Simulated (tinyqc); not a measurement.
Changing the scale factor s of the disorder: kinetic Monte Carlo and master equation for a particle on a ring of sites with traps and bias. Computed by tinyqc, a small Python program. Command: `OMP_NUM_THREADS=1 python tinyqc.py 3026503 3026504 out.jsonl kmc sweep`. One thread of a shared host (Intel(R) Xeon(R) Processor @ 2.30GHz), about 0.01 s of CPU time with the checks.

5 sites on a ring, numbered 1 to 5. The saddle between i and i+1 lies at E0 + s b_i and site i at s eps_i; a force F tilts the landscape, with the saddle half-way.

Inputs (values chosen for the exercise, for a model defect): reference barrier E0 = 0.55 eV; attempt frequency nu = 1.4 THz; temperature T = 360 K; site spacing a = 2.9 angstrom; force F along the ring = 0.00021 eV/angstrom.

Disorder: both.

site energies eps_i (eV): [-0.03, 0, 0, 0, 0]

saddle shifts b_i between sites i and i+1 (eV): [0.037, -0.026, 0.036, 0.042, -0.0077]

Constants: k_B = 8.617333262e-05 eV/K.

Method:
- Rates: k(i to i+1) = nu exp(-(E0 + s b_i - s eps_i - F a/2)/(k_B T)), k(i to i-1) = nu exp(-(E0 + s b_(i-1) - s eps_i + F a/2)/(k_B T)).
- Share right = k right/(k right + k left); mean stay = 1/(k right + k left).
- Master equation dP/dt = W P, W_(i+1,i) = k right, W_(i-1,i) = k left, columns summing to zero. The steady state is its null vector; drift v = a sum P_i (k right - k left). D = a^2 lambda''(0)/2, where lambda(q) is the leading eigenvalue of W with right hops weighted by exp(q) and left hops by exp(-q).
- The slowest relaxation rate is minus the real part of the next eigenvalue of W. 1 angstrom = 1e-8 cm.
- At zero force D0 = a^2 nu exp(-E0/(k_B T)) / [<exp(-s eps/(k_B T))> <exp(s b/(k_B T))>], with means over the ring; Einstein relation v = D0 F/(k_B T); 1 angstrom = 1e-8 cm.

One run for each value; columns: (1) scale factor s of the disorder; (2) D0 over the value without disorder; (3) drift velocity v (cm/s); (4) slowest relaxation rate (1/s):
```
(1)      (2)        (3)    (4)
0.10  0.9264  1.474e-05  34038
0.25  0.8121  1.292e-05  27720
0.50  0.6254  9.952e-06  19284
0.75  0.4601  7.320e-06  13216
1.00  0.3258  5.182e-06   9006
1.50  0.1492  2.371e-06   4191
2.00  0.0622  9.877e-07   1985
2.50  0.0241  3.833e-07    964
```

Describe and explain the trends.

Over the rows, D0 over the value without disorder falls from 0.926 to 0.0241 (exponent d ln y / d ln x -0.14 between the first rows and -4.2 between the last); drift velocity v (cm/s) falls from 1.47e-5 to 3.83e-7 (exponent d ln y / d ln x -0.14 between the first rows and -4.2 between the last); slowest relaxation rate (1/s) falls from 34000 to 964 (exponent d ln y / d ln x -0.22 between the first rows and -3.2 between the last). For the drift and D0, to first order in s only the mean of b - eps acts; beyond that high saddles and deep sites weigh most in the two averages.

Extremes, crossings and ranges named in words are read from the listed rows.
